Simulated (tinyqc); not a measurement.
Worked calculation: the 3-omega method: a line heater on a substrate with a thin film. Computed by tinyqc, a small Python program that keeps every step. Command: `OMP_NUM_THREADS=1 python tinyqc.py 3009180 3009181 out.jsonl threeomega walk`. One thread of a shared host (Intel(R) Xeon(R) Processor @ 2.30GHz), about 0.01 s of CPU time with the checks. Intermediate numbers are printed to about 7 digits and carried at full precision; extremes and crossings named in words are read from the listed rows.

A current at angular frequency omega = 2 pi f heats the line at 2 omega with the amplitude P per length; the temperature swing Delta T at 2 omega gives a voltage at 3 omega. The substrate is taken as semi-infinite and isotropic, and the heat capacity of heater and film is left out.

Inputs (values chosen for the exercise, modelled on hafnia on gallium arsenide):
```
quantity,value,unit
substrate conductivity kappa,44.5,W/(m K)
substrate heat capacity C,1.79,1e6 J/(m^3 K)
heater half-width b,4.4,micrometre
power amplitude per length P,10,W/m
current frequency f,110,Hz
film thickness t,150,nm
film conductivity kappa_f,1,W/(m K)
interface resistance R_i,7.4,m^2 K/GW
substrate thickness d_s,1000,micrometre
temperature coefficient of resistance beta,1.5,1e-3/K
voltage amplitude V_1,1.6,V
```

## Penetration depth

D = kappa/C; q = sqrt(2 i omega/D); penetration depth 1/|q| = sqrt(D/(2 omega)).

diffusivity D = 24.86034 mm^2/s

penetration depth = 134.1072 micrometre

|q| b = 0.03280956

penetration depth / d_s = 0.1341072

## Temperature swing of the bare substrate

Delta T_s = (P/(pi kappa)) int_0^infinity (sin x/x)^2 / sqrt(x^2 + (q b)^2) dx with (q b)^2 = i |q b|^2, averaged over the heater width (12 Gauss-Legendre points on each of the pieces 0, 14 log-spaced edges from 1e-5 to 1, and multiples of pi to 40 pi; the tail adds 1/(4 (40 pi)^2)). For |q| b much below 1: Delta T_s = (P/(pi kappa)) [-ln(|q| b) + eta - i pi/4], eta = 3/2 - C_E = 0.92278, with Euler's C_E = 0.5772157.

in-phase Delta T_s = 0.3104387 K

out-of-phase Delta T_s = -0.05612301 K

in-phase, narrow-line form = 0.3104286 K

out-of-phase, narrow-line form = -0.05617978 K

The narrow-line form misses the in-phase part by 0.00 % and the out-of-phase part by +0.1 % at |q| b = 0.033.

## The film adds a constant step

One-dimensional flow across the film: Delta T_f = P (t/kappa_f + R_i)/(2 b); total in-phase swing Delta T = Delta T_s + Delta T_f; third-harmonic amplitude V_3 = V_1 beta |Delta T|/2 with the out-of-phase part included; the apparent film conductivity is t/(t/kappa_f + R_i).

Delta T_f = 0.1788636 K

total in-phase swing = 0.4893024 K

V_3 = 0.5910126 mV

apparent film conductivity = 0.9529860 W/(m K)

film share of the in-phase swing = 0.3655483

The interface lowers the apparent conductivity by 5 %. The film gives a large part of the signal.

## Conductivity from the slope

Take the in-phase swing at f and at 2f; in the narrow-line limit kappa = P ln 2/(2 pi [Delta T(f) - Delta T(2f)]), whatever the film and the heater width.

in-phase Delta T_s at 2f = 0.2856583 K

kappa from the slope = 44.51807 W/(m K)

error of the slope method = 0.04060332 %

## The window of frequencies

The slope value uses each f and 2f: kappa = P ln 2/(2 pi [Delta T(f) - Delta T(2f)]).

Bare substrate:
```
f (Hz),penetration depth (micrometre),|q| b,in-phase (K),out-of-phase (K),narrow-line form (K),kappa from the slope (W/(m K))
1,1406.529,0.003128269,0.4785421,-0.05617899,0.4785421,44.50016
10,444.7834,0.009892456,0.3961907,-0.05617322,0.3961897,44.50164
100,140.6529,0.03128269,0.3138466,-0.05612761,0.3138374,44.51643
510,62.28213,0.07064627,0.2556140,-0.05596221,0.2555674,44.58348
2000,31.45093,0.1399005,0.2068764,-0.05548573,0.2066946,44.82443
10000,14.06529,0.3128269,0.1500211,-0.05364139,0.1491328,46.07573
41000,6.946349,0.6334262,0.1020869,-0.04904145,0.09866863,50.61332
200000,3.145093,1.399005,0.05560022,-0.03761190,0.04198997,71.33471
1000000,1.406529,3.128269,0.02541699,-0.02174307,-0.01557183,147.9060
6100000,0.5694868,7.726255,0.01028315,-0.009684013,-0.08024556,366.2772
```

The slope gives kappa within 1 % up to |q| b = 0.14 (f = 2000 Hz) among these rows. The penetration depth stays under d_s/5 = 200 micrometre from f = 100 Hz up, so a usable window lies between the two. At high f the flow turns one-dimensional: in-phase and out-of-phase parts become equal in size (ratio 0.94 in the last row) and fall as f^(-1/2) (exponent -0.50).

Checks made by the program: narrow-line limit at |q| b = 0.002 (relative difference 7e-07).
